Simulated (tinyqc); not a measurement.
Inside a calculation. Model: minority-electron transport through the base of a bipolar transistor (Moll-Ross and Kroemer integrals). Computed by tinyqc, a small Python program that keeps every step. Command: `OMP_NUM_THREADS=1 python tinyqc.py 3015216 3015217 out.jsonl base walk`. One thread of a shared host (Intel(R) Xeon(R) Processor @ 2.30GHz), about 0.01 s of CPU time with the checks. Intermediate numbers are printed to about 6 digits and carried at full precision; extremes and crossings named in words are read from the listed rows.

Low injection, one dimension, x from the emitter edge (0) to the collector edge (W), s = x/W. Recombination is treated as a small correction (valid for tau_B well below tau_n), computed from the stored charge.

Inputs (values chosen for the exercise, modelled on GaAs):
```
quantity                                     value        unit
intrinsic density n_i at the emitter edge  2.2e+06      1/cm^3
base doping at the emitter edge N_0        4.4e+18      1/cm^3
base width W                                    52          nm
mu_min                                         790  cm^2/(V s)
mu_max                                        6930  cm^2/(V s)
N_ref                                      1.1e+17      1/cm^3
saturation velocity v_s                       0.78    1e7 cm/s
electron lifetime tau_n                        6.9          ns
emitter Gummel number G_E                  7.8e+12      s/cm^4
base-emitter voltage V_BE                     0.97           V
temperature T                                  300           K
doping ratio N_0/N(W)                           37           -
```

Base doping profile: Gaussian. Gap grading: none. Exit of the base: saturation velocity.

Constants: k_B = 8.617333262e-05 eV/K; e = 1.602176634e-19 C.

## Profile and built-in field

N(x) = N_0 (ratio)^(-s^2); n_i(x) = n_i; D(x) = (k_B T/e) mu, mu = mu_min + (mu_max - mu_min)/(1 + (N/N_ref)^0.7). Field that drives electrons towards the collector, averaged over the base: (k_B T/e) ln[N_0 n_i(W)^2/(N(W) n_i^2)]/W.

Across the base:
```
s     N (1/cm^3)  n_i(x)^2/n_i^2  D (cm^2/s)   y (s/cm^5)
0.0  4.40000e+18               1     31.5806  1.39326e+17
0.2  3.80824e+18               1     32.6760  1.16545e+17
0.4  2.46911e+18               1     36.5760  6.75063e+16
0.6  1.19922e+18               1     45.5221  2.63438e+16
0.8  4.36318e+17               1     64.2287  6.79320e+15
1.0  1.18919e+17               1     97.6236  1.21814e+15
```

drift factor eta (potential drop in k_B T/e) = 3.61092

mean built-in field = 17.9518 kV/cm

## Collector current and transit time

With y(x) = N n_i^2/(D n_i(x)^2): base Gummel number G_B = int_0^W y dx + N(W) n_i^2/(v_s n_i(W)^2); J_C = e n_i^2 exp(e V_BE/k_B T)/G_B; n(x) = (J_C/e)(n_i(x)^2/(N n_i^2)) [int_x^W y dx + the same exit term]; transit time tau_B = (e/J_C) int n dx; trapezoid rule on 401 even points.

base Gummel number G_B = 3.14392e+11 s/cm^4

collector current density J_C = 0.0486818 A/cm^2

base transit time tau_B = 0.243560 ps

share of the exit term in G_B = 4.84936 %

mean velocity W/tau_B = 2.13500 1e7 cm/s

Plain diffusion with the D of the emitter edge would take W^2/(2D) = 0.428 ps, 1.76 times the result. Caution: the mean velocity exceeds v_s, so drift-diffusion with a low-field mobility overstates the speed.

## Gain and speed

Emitter-limited gain beta_E = G_E/G_B; recombination-limited gain beta_R = tau_n/tau_B; 1/beta = 1/beta_E + 1/beta_R; f_T from the base alone = 1/(2 pi tau_B).

beta_E = 24.8098

beta_R = 28329.8

current gain beta = 24.7880

f_T from the base alone = 653.454 GHz

The gain is limited mainly by hole injection into the emitter (100 % of the base current).

## What grading buys

N(x) = N_0 (ratio)^(-s^2); n_i(x)^2 = n_i^2 exp(s dE_g/k_B T); D(x) = (k_B T/e) mu, mu = mu_min + (mu_max - mu_min)/(1 + (N/N_ref)^0.7).

The same base with other gradings:
```
dE_g (meV)  dE_g/k_B T  G_B (s/cm^4)  J_C gain  tau_B (ps)  speed gain
0               0.0000   3.14392e+11   1.00000    0.243560     1.00000
25              0.9670   2.42361e+11   1.29721    0.205266     1.18656
50              1.9341   1.94836e+11   1.61363    0.177363     1.37323
75              2.9011   1.61590e+11   1.94562    0.156180     1.55948
100             3.8682   1.37243e+11   2.29078    0.139558     1.74522
150             5.8023   1.04344e+11   3.01302    0.115140     2.11533
200             7.7363   8.34517e+10   3.76736    0.098048     2.48410
300            11.6045   5.89234e+10   5.33561    0.075665     3.21890
```

At 100 meV J_C rises by a factor 2.29 and the transit is 1.75 times faster; at 300 meV the factors are 5.34 and 3.22. For a uniform base without exit term both tend to be linear in dE_g/k_B T, J_C as x/(1 - exp(-x)) and the speed as x/2. From 0 meV on the mean velocity W/tau_B exceeds v_s, so those speed gains are overstated.

Checks made by the program: Gummel integral against a 60-point Gauss rule (relative difference 4e-07).
